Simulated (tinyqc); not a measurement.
The same layer on three faces: model-solid line-up of a strained alloy layer on a substrate.

All values of the alloy are linear in x but the gap, Eg(x) = (1 - x) Eg_A + x Eg_B - C x (1 - x), and the valence edge, Ev(x) = (1 - x) Ev_A + x Ev_B + fv C x (1 - x); Ec = Ev + Eg. Ev is the top of the unstrained valence band on a scale common to all materials. In the layer only the Gamma valley of the conduction band is followed, also where an X or L valley would lie lower.

Coherent growth: e_par = (a_s - a)/a. (001): e_perp = -2 (C12/C11) e_par; exx = eyy = e_par, ezz = e_perp, no shear. (111): e_perp = -(2 C11 + 4 C12 - 4 C44)/(C11 + 2 C12 + 4 C44) e_par; exx = eyy = ezz = (2 e_par + e_perp)/3 and exy = eyz = ezx = (e_perp - e_par)/3. (110): e_perp = -(C11 + 3 C12 - 2 C44)/(C11 + C12 + 2 C44) e_par; exx = eyy = (e_par + e_perp)/2, ezz = e_par, exy = (e_perp - e_par)/2, eyz = ezx = 0.

Strained edges: Ec + ac tr(e); the valence edges are Ev plus the levels of the 6 x 6 matrix of X, Y, Z times spin with -Dso/3 + l exx + m (eyy + ezz) on the diagonal (cyclic), n exy off it, l = av + 2 b, m = av - b, n = sqrt(3) d. Spin-orbit term (Dso/3) L.sigma on X, Y, Z with (L_k)_ij = -i epsilon_kij: <X+|H|Y+> = -i Dso/3, <X+|H|Z-> = Dso/3, <Y+|H|Z-> = -i Dso/3, <Z+|H|X-> = -Dso/3, <Z+|H|Y-> = i Dso/3, <X-|H|Y-> = i Dso/3, and their conjugates; + and - are the spin along z.

Values chosen for the exercise (A near GaAs, B near InAs, substrate near InP; not measured data):
```
symbol  value           unit      meaning
a       (5.646, 6.066)  angstrom  lattice constant of A, B
Eg      (1.533, 0.421)  eV        gap at Gamma to the s-like level of A, B
Dso     (0.341, 0.389)  eV        spin-orbit splitting of A, B
Ev      (-0.8, -0.59)   eV        top of the unstrained valence band of A, B
ac      (-7.25, -5.14)  eV        conduction deformation potential of A, B
av      (1.18, 1)       eV        valence hydrostatic potential of A, B
b       (-2.02, -1.82)  eV        tetragonal shear potential of A, B
d       (-4.81, -3.59)  eV        trigonal shear potential of A, B
C11     (121.1, 83.1)   GPa       of A, B
C12     (56.6, 45.9)    GPa       of A, B
C44     (60.7, 40.1)    GPa       of A, B
C       0.465           eV        bowing of the gap
fv      0.3                       share of the bowing taken by the valence edge
a_s     5.873           angstrom  substrate
x       0.8                       fraction of B
```

Composition and substrate are kept.

Results:
```
face   e_perp (%)  tr(e) (%)  shift of Ec (meV)  shift of Ev (meV)  valence splitting (meV)  gap (eV)
(001)       1.930     -1.714               95.3               52.0                    110.8    0.6123
(111)       0.985     -2.659              147.9               34.6                    101.6    0.6823
(110)       1.174     -2.470              137.4               38.5                    104.2    0.6679
```

What does the comparison show, and why?

The layer yields most along the normal on (001) and least on (111), so the volume change, and with it the shift of Ec, is largest on (111). The valence splitting, set by b on (001), by d on (111) and by both on (110), is largest on (001). The gaps span 70 meV, from (001) to (111).

tinyqc: `OMP_NUM_THREADS=1 python tinyqc.py 1051498 1051499 out.jsonl`; about 0.02 s, one thread, shared Intel(R) Xeon(R) Processor @ 2.30GHz.
